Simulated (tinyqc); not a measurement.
A square-lattice strip 2 sites wide, recursive Green functions: two steps of the calculation.

The device has N = 3 slices of 2 site(s), nearest-neighbour hopping -t, and site energies U; the leads are semi-infinite continuations with site energy 0. V = <i+1|H|i> = -t 1.

Parameters, values chosen for the exercise:
- t = 1 eV (hopping (matrix element -t))
- U = [0.05, 0.14, -0.04, -0.04, 0.07, -0.06] eV (site energies, slice by slice (2 a slice))
- E = -2.3 eV (energy)

Problem 1. Slice 3. Forward pass: g_1 = (E - H_1 - Sigma)^(-1), g_i = (E - H_i - V g_(i-1) V^dagger)^(-1), with Sigma also subtracted on the last slice; G_(i,1) = g_i V G_(i-1,1), starting from g_1. H_i is the block of slice i: its site energies on the diagonal and -t between neighbouring rows.

g_2 (1/eV):

|  | 1 | 2 |
|---|---|---|
| 1 | -0.54014319-0.41792403i | -0.19952842-0.41267216i |
| 2 | -0.19952842-0.41267216i | -0.54082152-0.40748630i |

G_(2,1) (1/eV):

|  | 1 | 2 |
|---|---|---|
| 1 | -0.02119519-0.53183614i | 0.08920897-0.51471506i |
| 2 | 0.08988730-0.52515279i | -0.02272822-0.50824687i |

Sigma (eV):

|  | 1 | 2 |
|---|---|---|
| 1 | -0.49377976-0.37996710i | -0.15622024-0.37996710i |
| 2 | -0.15622024-0.37996710i | -0.49377976-0.37996710i |

Wanted: g_3; G_(3,1).

Solution 1.

g_3 (1/eV):

|  | 1 | 2 |
|---|---|---|
| 1 | -0.17281-0.29899i | 0.20758-0.31431i |
| 2 | 0.20758-0.31431i | -0.17359-0.33042i |

G_(3,1) (1/eV):

|  | 1 | 2 |
|---|---|---|
| 1 | 0.30175+0.03902i | 0.33377+0.03608i |
| 2 | 0.36069+0.04227i | 0.30725+0.03914i |

Problem 2. Transmission and its channels. T(E) = Tr[Gamma G_(N,1) Gamma G_(N,1)^dagger]. The non-zero eigenvalues T_n of the matrix under the trace are the channel transmissions; Fano factor sum T_n (1 - T_n)/sum T_n.

G_(3,1) (1/eV):

|  | 1 | 2 |
|---|---|---|
| 1 | 0.30175275+0.03902067i | 0.33377496+0.03608342i |
| 2 | 0.36068695+0.04227205i | 0.30725266+0.03914345i |

Gamma (eV):

|  | 1 | 2 |
|---|---|---|
| 1 | 0.75993421 | 0.75993421 |
| 2 | 0.75993421 | 0.75993421 |

Give: T(E); T_n; Fano factor.

Solution 2.

T(E) = 0.99534
T_n: [0.99534]
Fano factor = 0.0046641

With 1 open mode(s) in the leads T(E) cannot exceed 1. Inverting the whole matrix gives the same value.

tinyqc, about 0.01 s, one thread, Intel Xeon 2.30GHz (shared host): `OMP_NUM_THREADS=1 python tinyqc.py 2660134 2660135 out.jsonl`
